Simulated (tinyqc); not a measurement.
Stress in a transistor channel from embedded alloy regions, liners and fins, by half-space elasticity: one step, computed by the program tinyqc.

Plane strain in an isotropic half-space, the same constants everywhere; x along the channel from its centre, y downwards from the free surface; stress is positive in tension.

Question. Mobility change, linear estimate. d mu/mu = -(pi_L s_xx + pi_z s_yy) for the embedded regions alone; the stress across the width is left out.

Inputs (values chosen for the exercise, modelled on silicon): longitudinal piezoresistance coefficient = 73.6 1e-11/Pa; vertical piezoresistance coefficient = -0.91 1e-11/Pa.

Stressor: Si(1-x)Ge(x) source and drain.

s_xx = -1727.792 MPa

s_yy = -12.18212 MPa

Give: mobility change.

Answer.

mobility change = 127.15 %

The vertical stress supplies -0.011 of these points. Caution: at such misfit the regions may relax by dislocations, and linear elasticity is rough. Caution: beyond a few hundred MPa bulk piezoresistance coefficients no longer describe an inversion layer well.
